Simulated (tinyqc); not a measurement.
Straight dislocations in isotropic elasticity: fields, energies, partials, Peierls stress and walls: one step, computed by the program tinyqc. Command: `OMP_NUM_THREADS=1 python tinyqc.py 3001676 3001677 out.jsonl disloc walk`. One thread of a shared host (Intel(R) Xeon(R) Processor @ 2.30GHz), about 0.01 s of CPU time with the checks.

The line runs along z, the glide plane is y = 0, and beta is the angle between b and the line (0 screw, 90 degrees edge): b_e = b sin(beta) along +x with the extra half plane at y > 0, b_s = b cos(beta). Stress is positive in tension.

Question. Stress at a point. With D = G b_e/(2 pi (1 - nu)), S = G b_s/(2 pi), r^2 = x^2 + y^2: s_xx = -D y (3x^2 + y^2)/r^4, s_yy = D y (x^2 - y^2)/r^4, s_xy = D x (x^2 - y^2)/r^4, s_zz = nu (s_xx + s_yy), s_xz = -S y/r^2, s_yz = S x/r^2. Pressure p = -trace/3.

Inputs (values chosen for the exercise, for a model fcc or diamond crystal): shear modulus G = 47.4 GPa; Poisson ratio nu = 0.252; Burgers vector b = 4.064 angstrom.

Character: 60-degree.

field point (x, y) (nm): 4  -1.4

Give: stress; pressure p.

Answer.

stress (MPa):
```
       x       y      z
x  769.7   618.0  119.5
y  618.0  -216.3  341.4
z  119.5   341.4  139.5
```

pressure p = -230.9 MPa

The point lies below the glide plane, on the stretched side.
